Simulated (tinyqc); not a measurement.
Inside a calculation: optical transitions of a finite quantum well. Values are carried at full precision from step to step, so a last printed digit may differ when a step is redone from the rounded ones.

Each carrier sees a square well of width L with its own depth V and masses m (inside), mb (outside); c = hbar^2/2m0, k = sqrt(m E/c), kappa = sqrt(mb (V - E)/c), and level n solves k L + 2 atan[(k/m)/(kappa/mb)] = n pi. The envelope is cos(kz) for odd n and sin(kz) for even n inside, joins exp(-kappa (|z| - L/2)) outside, and is normalised to 1. Excitons and band mixing are left out.

Constants: hbar^2/2m0 = 3.80998211 eV angstrom^2; hc = 1239.841984 eV nm; fine-structure constant alpha = 0.007297352564.

Values chosen for the exercise (near those of an InGaAs well in InAlAs; not measured data):
- L = 57 angstrom (well width)
- Eg = 0.796 eV (gap of the well)
- Vc = 0.49 eV (conduction offset)
- Vv = 0.188 eV (valence offset)
- me = 0.0418 m0 (electron, well)
- meb = 0.0751 m0 (electron, barrier)
- mh = 0.366 m0 (heavy hole along z, well)
- mhb = 0.408 m0 (heavy hole, barrier)
- ml = 0.0526 m0 (light hole along z, well)
- mlb = 0.0925 m0 (light hole, barrier)
- Ns = 0.28 x 1e12/cm^2 (electrons in e1)
- n_r = 3.38 (refractive index)
- G = 12 meV (half width of the line)

## Confinement energies

Up to three levels for each carrier.

Levels:
```
level  E (eV)  k (1/angstrom)  kappa (1/angstrom)
e1     0.1040         0.03378             0.08722
e2     0.4051         0.06667             0.04091
hh1    0.0193         0.04308             0.13440
hh2    0.0756         0.08520             0.10973
hh3    0.1592         0.12367             0.05553
lh1    0.0610         0.02903             0.05552
```

## Interband transitions

From e1 and e2 to each hole level: E = Eg + E_e + E_h, wavelength hc/E, squared overlap of the envelopes, and the strength |<S|p|v>|^2 in units of P^2 at the subband edge: overlap^2 times 1/2 (hh) or 1/6 (lh) for light polarised in the plane (TE), times 0 (hh) or 2/3 (lh) along z (TM).

Transitions:
```
pair    E (eV)  wavelength (nm)  overlap^2      TE      TM
e1-hh1  0.9193           1348.6     0.9689  0.4844  0.0000
e1-lh1  0.9611           1290.1     0.9802  0.1634  0.6535
e1-hh2  0.9756           1270.9     0.0000  0.0000  0.0000
e1-hh3  1.0592           1170.5     0.0262  0.0131  0.0000
e2-hh1  1.2204           1015.9     0.0000  0.0000  0.0000
e2-lh1  1.2621            982.3     0.0000  0.0000  0.0000
e2-hh2  1.2766            971.2     0.8206  0.4103  0.0000
e2-hh3  1.3603            911.5     0.0000  0.0000  0.0000
```

The edge is e1-hh1 at 1349 nm. Pairs of opposite parity vanish exactly; e1-hh3 is allowed by parity and reaches 0.0262, only because the two envelopes leak differently into the barriers.

## Intersubband transitions from e1

z_1j = <1|z|j>; 1/m1 = <1|1/m|1>; f_1j = (m1/c)(E_j - E_1) z_1j^2, which sums to 1 over all bound and continuum states.

Transitions:
```
pair  E (meV)  wavelength (micrometre)  |z| (angstrom)       f
1-2     301.1                     4.12           16.65  0.9500
```

m1 = 0.0434 m0
sum of f over bound states = 0.9500

The continuum carries the remaining 0.0500. With hard walls z_12 = 16 L/(9 pi^2) = 10.27 angstrom and f_12 = 256/(27 pi^2) = 0.9607.

## Absorption of one well

For light polarised along z (a real waveguide or Brewster geometry adds an angle factor), with all electrons in e1 and none in e2, the peak fractional absorption is 4 pi alpha Ns c f_12/(n_r m1 G) and the area under the Lorentzian line is pi G times that, c = hbar^2/2m0; 1e12/cm^2 = 1e-4/angstrom^2. EF - E1 = 2 pi c Ns/m1 at zero temperature.

peak absorption = 0.528 %
area = 19.92 % meV
EF - E1 = 15.5 meV

EF lies below e2, as assumed.

## Checks

- Sum of f over all levels of a difference grid (60 cells across the well) against 1: 0.999 against 1.000.
- The strength f_12 on that grid against the matched envelopes: both 0.950.

Program tinyqc; command `OMP_NUM_THREADS=1 python tinyqc.py 1280777 1280778 out.jsonl`; about 0.06 s on one thread of a shared Intel(R) Xeon(R) Processor @ 2.30GHz.
